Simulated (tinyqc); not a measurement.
Worked calculation: Bethe-Salpeter matrix of a two-band chain (Tamm-Dancoff form). Values are carried at full precision from step to step, so a last printed digit may differ when a step is redone from the rounded ones.

One valence and one conduction band, lattice period 1, mesh k = 2 pi j/N. Pair energies D(k) = Eg + 2 t sum(1 - cos k), t = tc + tv. Screened attraction W(R) = U at R = 0 and V/|R| otherwise, R over the N cells with the nearest image; W(q) = sum_R W(R) cos(q R). H(k, k') = D(k) delta - W(k - k')/Nk + 2 J/Nk for singlets (J = 0 for triplets), Nk the number of k points. With a constant transition dipole the strength of a state is f = (sum_k A_k)^2/Nk, and the f sum to 1.

Values chosen for the exercise:
```
symbol  value  unit  meaning
Eg      2.5    eV    quasiparticle gap
tc      0.26   eV    conduction hopping
tv      0.19   eV    valence hopping
U       0.52   eV    attraction in the same cell
V       0      eV    attraction at one cell distance
J       0.34   eV    exchange in the same cell
N       5            k points along each axis
```

## Pair energies and the kernel

List D(k), W(R) and W(q) on the mesh.

Mesh values (eV):
```
index j  D(k_j)  W(R = j)  W(q_j)
j0       2.5000    0.5200  0.5200
j1       3.1219    0.0000  0.5200
j2       4.1281    0.0000  0.5200
j3       4.1281    0.0000  0.5200
j4       3.1219    0.0000  0.5200
```

## The singlet matrix

Fill in H.

H (eV):
```
        j0      j1      j2      j3      j4
j0  2.5320  0.0320  0.0320  0.0320  0.0320
j1  0.0320  3.1539  0.0320  0.0320  0.0320
j2  0.0320  0.0320  4.1601  0.0320  0.0320
j3  0.0320  0.0320  0.0320  4.1601  0.0320
j4  0.0320  0.0320  0.0320  0.0320  3.1539
```

## Exciton levels and strengths

Diagonalise. For the lowest state give the amplitudes A_k (norm 1, largest positive) and f = (sum_k A_k)^2/Nk, Nk the size of the matrix.

levels (eV): 2.5279  3.1219  3.1846  4.1281  4.1976

amplitudes of the lowest state: j0 0.998, j1 -0.047, j2 -0.017, j3 -0.017, j4 -0.047

f of the lowest state = 0.151

The lowest state lies 0.0279 eV above the gap Eg = 2.5 eV and holds 15 % of the strength, against 20 % for one free pair. On a fine mesh the triplet and singlet bindings are 0.1394 and -0.0004 eV.

## Spectrum with and without the kernel

Distinct levels with their degeneracy and summed f, for singlets, beside the sorted triplet levels and free pairs.

Singlets:
```
E (eV)  degeneracy       f
2.5279           1  0.1511
3.1219           1  0.0000
3.1846           1  0.3804
4.1281           1  0.0000
4.1976           1  0.4686
```

triplet levels (eV): 2.3324  2.9275  3.1219  3.9701  4.1281

free pairs (eV): 2.5000  3.1219  3.1219  4.1281  4.1281

2 of the 5 singlets are dark; those whose amplitude vanishes at R = 0 also feel neither U nor J. The lowest singlet lies 0.1954 eV above the lowest triplet; first order gives 2 J f = 0.3187 eV with the f of the triplet envelope. The centre of the spectrum, sum f E = 3.5600 eV, equals mean D - U + 2J = 3.5600 eV.

## Checks

- Levels from the matrix in the electron-hole distance R against those in k: they agree to 1e-10 or better.
- Triplet binding on 200 points against the formula sqrt(4 t^2 + U^2) - 2t, eV: both 0.1394.

Program tinyqc; command `OMP_NUM_THREADS=1 python tinyqc.py 1250909 1250910 out.jsonl`; about 0.2 s on one thread of a shared Intel(R) Xeon(R) Processor @ 2.30GHz.
